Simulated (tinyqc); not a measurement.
Raman shift of the zone-centre optical phonon of a diamond-structure crystal under stress. From one set of inputs to another, one input at a time. Computed by tinyqc, a small Python program. Command: `OMP_NUM_THREADS=1 python tinyqc.py 3008305 3008306 out.jsonl ramanstress ladder`. One thread of a shared host (Intel(R) Xeon(R) Processor @ 2.30GHz), about 0.01 s of CPU time with the checks.

Axes x, y, z are the cube axes. Strain shifts the threefold optical mode and can split it; p, q and r are the phonon deformation potentials.

The inputs printed are set A. Inputs not listed in the table keep their values of set A, so the rows need not describe a real material.

Inputs (values chosen for the exercise, for a model crystal):

| quantity | value | unit |
|---|---|---|
| unstrained frequency omega_0 | 268 | 1/cm |
| p/omega_0^2 | -1.85 | - |
| q/omega_0^2 | -1.82 | - |
| r/omega_0^2 | -1.12 | - |
| C11 | 277 | GPa |
| C12 | 97.3 | GPa |
| C44 | 116 | GPa |
| stress sigma (tension positive) | -3 | GPa |
| polarisation angle phi | 30 | degree |
| temperature coefficient d omega/dT | -0.013 | 1/(cm K) |
| local temperature T | 400 | K |
| laser wavelength | 457.9 | nm |

Stress state: uniaxial. Axis: [111].

Constants: h = 6.62607015e-34 J s; c = 299792458 m/s; k_B = 1.380649e-23 J/K.

Method:
- S11 = (C11 + C12)/D, S12 = -C12/D, D = (C11 - C12)(C11 + 2 C12), S44 = 1/C44.
- Uniaxial stress along the unit vector n of the axis: sigma_ij = sigma n_i n_j.
- eps_xx = S11 sigma_xx + S12 (sigma_yy + sigma_zz), and cyclic; eps_xy = S44 sigma_xy/2 (tensor strain).
- Secular matrix: M_xx = p eps_xx + q (eps_yy + eps_zz), M_xy = 2 r eps_xy; its eigenvalues are omega^2 - omega_0^2, and the shifts are these over 2 omega_0.
- gamma = -(p + 2q)/(6 omega_0^2); the mean of the three shifts is -gamma omega_0 x (volume strain).
- Backscattering from a (001) surface: incident polarisation (cos phi, sin phi, 0). With Raman tensors (R_z)_xy = (R_z)_yx = 1 and cyclic, only the z component u_z of a mode counts: I = u_z^2 sin^2(2 phi) for parallel and u_z^2 cos^2(2 phi) for crossed polarisers. An unresolved line sits at the intensity-weighted shift, which is M_zz/(2 omega_0).
- A temperature above 300 K shifts the line by (d omega/dT)(T - 300 K); divided by the shift per stress it poses as a stress; the total shift adds it to the shift of the observed line. The anti-Stokes to Stokes ratio is [(omega_L + omega_0)/(omega_L - omega_0)]^3 exp(-h c omega_0/(k_B T)) in photon counts, omega_L = 1/wavelength, resonance effects left out.

Each row keeps all changes above it:

| input moved | from | to | mean shift (1/cm) | shift per stress (1/(cm GPa)) | total shift (1/cm) |
|---|---|---|---|---|---|
| set A | - | - | 1.5599 | -0.5200 | 0.2599 |
| unstrained frequency omega_0 (1/cm) | 268 | 1334 | 7.7647 | -2.5882 | 6.4647 |
| r/omega_0^2 | -1.12 | -1.82 | 7.7647 | -2.5882 | 6.4647 |
| stress sigma (tension positive) (GPa) | -3 | -0.13 | 0.3365 | -2.5882 | -0.9635 |
| C44 (GPa) | 116 | 580.2 | 0.3365 | -2.5882 | -0.9635 |
| p/omega_0^2 | -1.85 | -2.74 | 0.3910 | -3.0078 | -0.9090 |
| C11 (GPa) | 277 | 1091 | 0.1434 | -1.1034 | -1.1566 |
| q/omega_0^2 | -1.82 | -1.81 | 0.1430 | -1.0999 | -1.1570 |

Where does the difference come from?

Mean shift goes from 1.56 to 0.143, a factor 0.0917 in all. The largest single move comes from stress sigma (tension positive) (a factor 0.0433), and unstrained frequency omega_0 works against it (a factor 4.98). Shift per stress goes from -0.520 to -1.10, -0.58 in all. The largest single move comes from unstrained frequency omega_0 (-2.07), and C11 works against it (+1.9). Total shift goes from 0.260 to -1.16, -1.42 in all. The largest single move comes from stress sigma (tension positive) (-7.43), and unstrained frequency omega_0 works against it (+6.2). The single moves hold for this order of the switches; the total does not depend on the order.

Caution (all rows): this stress has components normal to the (001) face, so it cannot reach a free (001) surface; it can act on buried material. Caution (rows unstrained frequency omega_0, r/omega_0^2): the modes that take part are split by more than a line width, so two lines are seen and not one at the mean.

Extremes, crossings and ranges named in words are read from the listed rows.
